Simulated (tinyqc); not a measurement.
Electroplating on a thin resistive seed layer: kinetics, Wagner number and the terminal effect across a wafer. Inputs raised by 2 %, one at a time. Computed by tinyqc, a small Python program. Command: `OMP_NUM_THREADS=1 python tinyqc.py 3121245 3121246 out.jsonl terminal sens`. One thread of a shared host (Intel(R) Xeon(R) Processor @ 2.30GHz), about 0.09 s of CPU time with the checks.

Current enters the seed at the rim. The bath is treated as a local resistance per area (no lateral flow in the liquid), two electrons per ion, molar volume 7.11 cm^3/mol, Faraday constant F = e N_A, kinematic viscosity 0.01 cm^2/s, omega = 2 pi x rpm/60; k_B T/e is in volts.

Inputs (values chosen for the exercise, of the order of those for copper plating from an acid sulfate bath):

| quantity | value | unit |
|---|---|---|
| wafer radius R | 10 | cm |
| seed thickness t | 14 | nm |
| seed resistivity | 21 | microohm cm |
| bath conductivity kappa | 0.22 | S/cm |
| gap to the anode h | 2.5 | cm |
| extra resistance of a porous plate | 66 | ohm cm^2 |
| exchange current density i_0 | 0.16 | mA/cm^2 |
| cathodic transfer coefficient alpha | 0.82 | - |
| mean current density | 3 | mA/cm^2 |
| diffusivity of the metal ion | 7e-06 | cm^2/s |
| metal ion concentration | 0.6 | mol/L |
| rotation rate | 100 | rpm |
| temperature T | 298 | K |

Constants: e = 1.602176634e-19 C; N_A = 6.02214076e+23 1/mol; k_B = 8.617333262e-05 eV/K.

Method:
- Growth rate = i V_m/(2 F). Levich limit i_L = 0.62 x 2 F D^(2/3) omega^(1/2) nu^(-1/6) c. Tafel overpotential eta = (k_B T/(alpha e)) ln(i/i_0); kinetic resistance k_B T/(alpha e i); bath resistance h/kappa + plate; R_s = resistivity/t; Wagner number = kinetic resistance x kappa/R.
- Linearised: with R_t = kinetic + bath resistance the current density obeys (1/r)(r i')' = i R_s/R_t, so i = A I_0(r/l), l = sqrt(R_t/R_s); with x = R/l, edge/centre = I_0(x) and edge/mean = x I_0(x)/(2 I_1(x)).
- Voltage drop in the seed for a uniform current: i R_s R^2/4.
- Full model: seed potential phi(r) with (1/r)(r phi')' = R_s i, where i solves phi = R_b i + (k_B T/(alpha e)) ln(i/i_0) (phi being the driving voltage left at r); phi'(0) = 0 and phi'(R) = R_s i_mean R/2. Solved by collocation to a tolerance of 1e-7.

Runs:

| input moved | from | to | edge over centre, full model | edge over centre, linear | drop for uniform current (mV) | Wagner number |
|---|---|---|---|---|---|---|
| base run | - | - | 10.993 | 12.684 | 1125.0 | 0.22966 |
| wafer radius R (cm) | 10 | 10.2 | 11.677 | 13.630 | 1170.5 | 0.22515 |
| seed thickness t (nm) | 14 | 14.28 | 10.669 | 12.244 | 1102.9 | 0.22966 |
| seed resistivity (microohm cm) | 21 | 21.42 | 11.328 | 13.146 | 1147.5 | 0.22966 |
| bath conductivity kappa (S/cm) | 0.22 | 0.2244 | 11.032 | 12.742 | 1125.0 | 0.23425 |
| cathodic transfer coefficient alpha | 0.82 | 0.8364 | 11.051 | 12.738 | 1125.0 | 0.22515 |
| mean current density (mA/cm^2) | 3 | 3.06 | 11.051 | 12.738 | 1147.5 | 0.22515 |
| exchange current density i_0 (mA/cm^2) | 0.16 | 0.1632 | 10.993 | 12.684 | 1125.0 | 0.22966 |

Exponents ln(y'/y) / ln(x'/x):

| input | edge over centre, full model | edge over centre, linear | drop for uniform current | Wagner number |
|---|---|---|---|---|
| wafer radius R | 3.049 | 3.631 | 2 | -1 |
| seed thickness t | -1.508 | -1.784 | -1 | 0 |
| seed resistivity | 1.519 | 1.805 | 1 | 0 |
| bath conductivity kappa | 0.181 | 0.230 | 0 | 1 |
| cathodic transfer coefficient alpha | 0.268 | 0.212 | 0 | -1 |
| mean current density | 0.268 | 0.212 | 1 | -1 |
| exchange current density i_0 | 0.000 | 0.000 | 0 | 0 |

Which inputs matter most for each result?

Among the inputs moved here: edge over centre, full model answers most in size to wafer radius R (exponent +3.049), next to seed resistivity (+1.519); its exponent is below 0.0005 for exchange current density i_0. Its exponent 0.000 in exchange current density i_0: in the Tafel range i_0 only shifts the voltage. Edge over centre, linear answers most in size to wafer radius R (exponent +3.631), next to seed resistivity (+1.805); its exponent is below 0.0005 for exchange current density i_0. Drop for uniform current answers most in size to wafer radius R (exponent +2.000), next to seed thickness t (-1.000); its exponent is below 0.0005 for bath conductivity kappa, cathodic transfer coefficient alpha, exchange current density i_0. Wagner number answers most in size to wafer radius R (exponent -1.000), and about equally to bath conductivity kappa (+1.000), mean current density (-1.000), cathodic transfer coefficient alpha (-1.000); its exponent is below 0.0005 for seed thickness t, seed resistivity, exchange current density i_0.
